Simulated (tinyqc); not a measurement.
Undoped gate-all-around wire MOSFET, analytic charge model: one step of the calculation.

An undoped round wire of radius R under an insulator shell and a surrounding gate; long channel, electrons only, n = ni exp((psi - V)/Vt) with V the quasi-Fermi potential (0 at the source, Vd at the drain), constant mobility, no quantisation. The radial Poisson equation gives n(r) = n(0)/(1 - (1 - b) r^2/R^2)^2 with b = Q0/(Q + Q0). Q is the electron charge per area of the wire surface.

Problem. Drain current and line charge. Q solves Vg - V0 - V = Q/Cox + Vt ln(Q/Q0) + Vt ln(1 + Q/Q0). I = mu (2 pi R/L)[2 Vt (Qs - Qd) + (Qs^2 - Qd^2)/(2 Cox) + Vt Q0 ln((Qd + Q0)/(Qs + Q0))], with Qs at V = 0 and Qd at V = Vd. Electrons per length at the source: 2 pi R Qs/q; surface over centre density: (1 + Qs/Q0)^2.

Inputs (values chosen for the exercise); material values close to those of silicon: temperature T = 325 K; wire radius R = 8 nm; channel mobility mu = 250 cm^2/(V s); gate length L = 0.5 um; drain voltage Vd = 0.8 V.

Constants: q = 1.602176634e-19 C, kB = 1.380649e-23 J/K, Vt = kB T/q. Results are converted to the units shown.

Qs = 1518.5041 nC/cm^2
Qd = 0.30842948 nC/cm^2
Cox = 3.0728590 uF/cm^2
Q0 = 147.54413 nC/cm^2

Give: first term; second term; third term; I; electrons per length; surface over centre density.

Solution.

first term = 2.137 uA
second term = 9.430 uA
third term = -0.2515 uA
I = 11.32 uA
electrons per length = 4.764 1/nm
surface over centre density = 127.5

The square-law term makes up 83.3 % of the current.

Computed by the program tinyqc: `OMP_NUM_THREADS=1 python tinyqc.py 2460001 2460002 out.jsonl`, one thread of a shared Intel Xeon 2.30GHz, about 0.02 s for the whole run.
